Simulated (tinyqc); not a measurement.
Inside a calculation. Method: MP2 on RHF in the sto-6g basis, for H2, spin multiplicity 1. Computed by tinyqc, a small Python program that keeps every step (integrals from PySCF). Settings: charge = 0, multiplicity = 1, basis = sto-6g, method = RHF, energy threshold = 1e-10, iteration cap = 68, orthogonalisation = symmetric, start = Wolfsberg-Helmholz matrix, DIIS depth = 6. Command: `OMP_NUM_THREADS=1 python tinyqc.py 31620 31621 out.jsonl` (the two numbers bound the seeds that draw the settings). One thread of a shared host (Intel(R) Xeon(R) Processor @ 2.60GHz), about 0.05 s of CPU time with the checks. The early iterations of the SCF are left out here.

## One-electron integrals

Geometry (angstrom):
```
atom        x        y        z
H     0.00000  0.00000  0.00000
H     0.00000  0.00000  0.82500
```

Basis sto-6g: exponents (1/bohr^2) and contraction coefficients of normalised primitives:
```
element  l (shell)  exponent  coefficient
H            s (1)  35.52322      0.00916
H            s (1)   6.51314      0.04936
H            s (1)   1.82214      0.16854
H            s (1)   0.62596      0.37056
H            s (1)   0.24308      0.41649
H            s (1)   0.10011      0.13033
```

Overlap, kinetic and nuclear-attraction integrals over the contracted functions; the nuclear repulsion is the sum of Za Zb / Rab.

nuclear repulsion = 0.6414269 hartree

overlap S, order 1H 1s, 2H 1s:
$$\begin{pmatrix}
1.00000 & 0.60463 \\
0.60463 & 1.00000
\end{pmatrix}$$

kinetic energy T (hartree), order 1H 1s, 2H 1s:
$$\begin{pmatrix}
0.76852 & 0.18771 \\
0.18771 & 0.76852
\end{pmatrix}$$

nuclear attraction V (hartree), order 1H 1s, 2H 1s:
$$\begin{pmatrix}
-1.84160 & -1.05243 \\
-1.05243 & -1.84160
\end{pmatrix}$$

core Hamiltonian H = T + V (hartree), order 1H 1s, 2H 1s:
$$\begin{pmatrix}
-1.07308 & -0.86472 \\
-0.86472 & -1.07308
\end{pmatrix}$$

## Two-electron integrals

Functions are numbered as in S; the eight-fold symmetry (ij|kl) = (ji|kl) = (kl|ij) leaves the list below.

Two-electron integrals (ij|kl) in chemists' order, unique and non-zero (hartree):
```
(11|11) 0.77500   (21|11) 0.39719   (21|21) 0.24447   (22|11) 0.53850
(22|21) 0.39719   (22|22) 0.77500
```

## Orthogonalisation

S = U s U^T; symmetric (Loewdin) form X = U s^(-1/2) U^T, so that X^T S X = 1.

eigenvalues of S: [0.39537, 1.60463]

X, order 1H 1s, 2H 1s:
$$\begin{pmatrix}
1.18990 & -0.40047 \\
-0.40047 & 1.18990
\end{pmatrix}$$

## Iteration 2 (converged): orbitals

converged F (hartree), order 1H 1s, 2H 1s:
$$\begin{pmatrix}
-0.32465 & -0.55646 \\
-0.55646 & -0.32465
\end{pmatrix}$$

Diagonalise F' = X^T F X, C = X C', fill 1 alpha and 1 beta electrons from the bottom; D = 2 C_occ C_occ^T. Each column has its largest component positive (the first on a tie).

F' = X^T F X (hartree):
$$\begin{pmatrix}
0.01861 & -0.56771 \\
-0.56771 & 0.01861
\end{pmatrix}$$

orbital energies (hartree): MO1 -0.54911, MO2 0.58632

coefficients C, order 1H 1s, 2H 1s:
$$\begin{pmatrix}
0.55821 & 1.12457 \\
0.55821 & -1.12457
\end{pmatrix}$$

D after iteration 2, order 1H 1s, 2H 1s:
$$\begin{pmatrix}
0.62320 & 0.62320 \\
0.62320 & 0.62320
\end{pmatrix}$$

## Convergence

Stop when the energy changes by less than 1e-10 hartree and every element of the error matrix X^T (F D S - S D F) X is below 3e-06.

Course of the cycle:
```
iteration  E (hartree)   change  largest element of the error matrix
1           -1.1153080        -                             4.71e-16
2           -1.1153080  0.00000                             4.36e-16
```

PySCF RHF in the same basis = -1.1153080 hartree

Converged in 2 iterations.

## Integrals over molecular orbitals

(pq|rs) = sum C_ip C_jq C_kr C_ls (ij|kl), one index at a time.

one-electron integrals over orbitals h = C^T H C (hartree):
$$\begin{pmatrix}
-1.20763 & 0.00000 \\
0.00000 & -0.52699
\end{pmatrix}$$

Two-electron integrals over orbitals (pq|rs), unique and non-zero (hartree):
```
(11|11) 0.65852   (21|21) 0.18639   (22|11) 0.64985   (22|22) 0.68354
```

## Second-order Moller-Plesset energy

Hartree-Fock energy = -1.1153080 hartree

E2 = sum_ijab (ia|jb) [2 (ia|jb) - (ib|ja)] / (e_i + e_j - e_a - e_b) over occupied i, j and virtual a, b; the opposite-spin part is (ia|jb)^2 / denominator, the rest is same-spin, and SCS-MP2 scales them by 6/5 and 1/3.

Terms:
```
i  j  a  b  (ia|jb)  (ib|ja)  denominator      term
1  1  2  2  0.18639  0.18639     -2.27086  -0.01530
```

Pair energies (hartree; pair i-j sums ij and ji):
```
pair  opposite spin  same spin
1-1        -0.01530    0.00000
```

MP2 correlation energy = -0.0152985 hartree

SCS-MP2 correlation energy = -0.0183582 hartree

MP2 total energy = -1.1306065 hartree
